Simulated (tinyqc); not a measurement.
Lattice sites along [100]: pair of shallow donors (hydrogen-like orbitals).

Each donor has the orbital exp(-r/a); energy unit Ha* = q/(eps a), q = e^2/(4 pi eps0), so that a lone donor is bound by Ha*/2; x = R/a. One electron: S = (1 + x + x^2/3) exp(-x), j = 1/x - (1 + 1/x) exp(-2x), k = (1 + x) exp(-x); levels E(+/-) = -1/2 - (j +/- k)/(1 +/- S) in Ha*, without the repulsion of the ions, split by D = |E(-) - E(+)|. In six valleys the overlaps S and k are multiplied by v = [cos(K Rx) + cos(K Ry) + cos(K Rz)]/3, K = k0 (2 pi/a_lat), for isotropic envelopes and the symmetric valley state.

Two electrons, Heitler-London: with S' = (1 - x + x^2/3) exp(x), C = 1/x - exp(-2x)(1/x + 11/8 + 3x/4 + x^2/6), X = (1/5){exp(-2x)(25/8 - 23x/4 - 3x^2 - x^3/3) + (6/x)[S^2 (0.5772157 + ln x) + S'^2 Ei(-4x) - 2 S S' Ei(-2x)]}, Q = C - 2j + 1/x and A = X - 2 S k + S^2/x, the singlet and triplet lie at (Q +/- w A)/(1 +/- w S^2) from two lone donors, with the valley weight w = v^2; the exchange is J = triplet - singlet.

Constants: e^2/(4 pi eps0) = 14.39964547 eV angstrom.

Parameters, chosen for this exercise (near those of two donors in Si; shifted at random, so the results belong to these values and not to a real crystal):
- a = 18.3 angstrom (orbital radius)
- eps = 11.5 (dielectric constant)
- a_lat = 5.431 angstrom (lattice constant)
- k0 = 0.85 2 pi/a_lat (valley position)
- sites = ((15, 0, 0), (16, 0, 0), (17, 0, 0), (18, 0, 0), (19, 0, 0), (20, 0, 0), (21, 0, 0), (22, 0, 0), (23, 0, 0)) a_lat (positions of the second donor)

D and J for each site, and for v = 1.

Results:

| site | R (angstrom) | v | D (meV) | J (micro-eV) | J for v = 1 |
|---|---|---|---|---|---|
| (15, 0, 0) | 81.5 | 0.667 | 2.95 | 313 | 705 |
| (16, 0, 0) | 86.9 | 0.397 | 1.39 | 70.7 | 449 |
| (17, 0, 0) | 92.3 | 0.350 | 0.977 | 34.7 | 284 |
| (18, 0, 0) | 97.8 | 0.564 | 1.25 | 56.5 | 178 |
| (19, 0, 0) | 103.2 | 0.863 | 1.51 | 82.3 | 111 |
| (20, 0, 0) | 108.6 | 1.000 | 1.37 | 68.5 | 68.5 |
| (21, 0, 0) | 114.1 | 0.863 | 0.928 | 31.4 | 42.1 |
| (22, 0, 0) | 119.5 | 0.564 | 0.473 | 8.20 | 25.8 |
| (23, 0, 0) | 124.9 | 0.350 | 0.229 | 1.92 | 15.7 |

How do the results move, and what explains it?

Over these sites the envelope alone changes J by a factor 44.8, and the valley factor v^2 by 8.18; J runs from 1.92 at (23, 0, 0) to 313 micro-eV at (15, 0, 0). Along [100] four valleys keep their phase, so v = (2 + cos)/3 stays between 1/3 and 1. J does not fall steadily with distance.

Program tinyqc; command `OMP_NUM_THREADS=1 python tinyqc.py 1251498 1251499 out.jsonl`; about 0.01 s on one thread of a shared Intel(R) Xeon(R) Processor @ 2.30GHz.
